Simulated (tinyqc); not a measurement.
Epitaxial growth on a vicinal surface: Burton-Cabrera-Frank step flow, step-edge barrier and island nucleation: one step, computed by the program tinyqc. Command: `OMP_NUM_THREADS=1 python tinyqc.py 3005823 3005824 out.jsonl stepflow walk`. One thread of a shared host (Intel(R) Xeon(R) Processor @ 2.30GHz), about 0.03 s of CPU time with the checks.

Adatoms land at rate F, hop on a square grid (a simplification for hexagonal faces), desorb, or join steps. Lengths are in units of a and n is the adatom coverage. Steps ascend at x = 0 and descend at x = l.

Problem. Scales. D = nu exp(-E_d/(k_B T)) (a^2/s, nu counted per direction); tau = exp(E_a/(k_B T))/nu; x_s = sqrt(D tau); n_eq = exp(-E_f/(k_B T)); terrace width l = h/(a tan(miscut)); Schwoebel length l_s = exp(E_s/(k_B T)) - 1. Temperatures in kelvin are T(C) + 273.15.

Inputs (values chosen for the exercise, close to those used for 4H-SiC(0001)):
```
quantity                     value      unit
site spacing a                3.08  angstrom
step height h                 2.52  angstrom
diffusion barrier E_d         1.94        eV
desorption energy E_a         4.05        eV
adatom formation energy E_f   1.71        eV
step-edge barrier E_s        0.046        eV
attempt frequency nu            10       THz
miscut angle                   0.5   degrees
temperature T                 1370         C
```

Constants: k_B = 8.617333262e-05 eV/K.

Give: D; lifetime tau; diffusion length x_s; equilibrium coverage n_eq; terrace width l; Schwoebel length l_s.

Solution.

D = 1.1213e+07 a^2/s

lifetime tau = 0.26420 s

diffusion length x_s = 1721.2 a

equilibrium coverage n_eq = 5.6909e-06

terrace width l = 93.754 a

Schwoebel length l_s = 0.38385 a

l/x_s = 0.0545: nearly every adatom reaches a step.
